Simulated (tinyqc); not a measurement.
Inside a calculation. Model: thermionic-field emission through a Schottky barrier, WKB.

Computed by the program tinyqc: `OMP_NUM_THREADS=1 python tinyqc.py 2640173 2640174 out.jsonl`, one thread of a shared Intel Xeon 2.30GHz, about 0.06 s for the whole run. Printed values are rounded.

Metal on an n-type semiconductor with one parabolic valley; V > 0 is forward bias (metal positive). Energies E are counted from the conduction edge of the neutral semiconductor, whose Fermi level lies at -xi; that of the metal lies at -xi - V. The barrier is a parabola of height Vd = phi - xi - V (depletion approximation, no image force).

Inputs (values chosen for the exercise); band and dielectric values close to those of gallium arsenide:
- T = 200 K (temperature)
- me = 0.0667 m0 (electron mass)
- eps_r = 13.1 (relative permittivity)
- phi = 0.79 eV (barrier height seen from the metal)
- Nd = 1.1e18 cm^-3 (donor density)
- V = 0.16 V (bias)
- nE = 11 (points of the energy grid)
- Eb = 0.51 eV (upper end of the energy grid)

Constants: q = 1.602176634e-19 C, kB = 1.380649e-23 J/K, hbar = 1.054571817e-34 J s, h = 6.62607015e-34 J s, m0 = 9.1093837015e-31 kg, Vt = kB T/q, eps0 = 8.8541878128e-14 F/cm where lengths are in cm. Results are converted to the units shown.

Range of the model: The depletion approximation, a parabolic band and the neglect of image-force lowering make these currents estimates at high doping.

## Fermi level, barrier and E00

Nc = 2 (2 pi me m0 kB T/h^2)^1.5 (times 1e-6 for cm^-3); Nd = Nc F12(-xi/Vt), F12(x) = (2/sqrt(pi)) int_0^infinity sqrt(u)/(1 + exp(u - x)) du; E00 = (hbar/2) sqrt(Nd/(me m0 eps0 eps_r)) in SI units (volts). W = sqrt(2 eps0 eps_r Vd/(q Nd)).

Nc = 2.353011e17 cm^-3
xi = -0.05342909 eV
Vd = 0.6834291 V
W = 29.99302 nm
E00 = 20.83172 meV
E00/Vt = 1.208710

By a common rule of thumb, E00/Vt below 0.5 marks thermionic emission, 0.5 to 5 thermionic-field emission and above 5 field emission. By that rule alone: thermionic-field emission; with a high barrier, tunnelling near its top can carry most of the current even below 0.5.

## Current density on a coarse grid

For E < Vd, ln T(E) = -(Vd/E00) [sqrt(1 - y) - y ln((1 + sqrt(1 - y))/sqrt(y))], y = E/Vd; T(E) = 1 above. J = A* T (q/kB) int_0^infinity T(E) N(E) dE, N = ln[(1 + exp((-xi - E)/Vt))/(1 + exp((-xi - V - E)/Vt))], A* = 4 pi q me m0 kB^2/h^3 (times 1e-4 for A/(cm^2 K^2)). Simpson's rule on nE equally spaced points from 0 to Eb.

```
point	E (eV)	T(E)	N	T(E) N
0	0.0000000	5.649887e-15	3.142093	1.775247e-14
1	0.0510000	2.456027e-12	0.7659924	1.881298e-12
2	0.1020000	1.863863e-10	0.05799232	1.080898e-11
3	0.1530000	7.080039e-9	0.003091801	2.189007e-11
4	0.2040000	1.679006e-7	1.605850e-4	2.696231e-11
5	0.2550000	2.753840e-6	8.329032e-6	2.293682e-11
6	0.3060000	3.309617e-5	4.319692e-7	1.429653e-11
7	0.3570000	3.019395e-4	2.240317e-8	6.764403e-12
8	0.4080000	0.002137143	1.161893e-9	2.483131e-12
9	0.4590000	0.01187880	6.025909e-11	7.158060e-13
10	0.5100000	0.05203584	3.125210e-12	1.626229e-13
```

J = 1.031110e-4 A/cm^2

The integrand peaks at E = 0.204 eV among these points, 0.30 of the barrier height. A converged quadrature gives 1.034e-4 A/cm^2 (this grid is 0.26 % below that), of which 4.1e-5 % passes over the barrier.
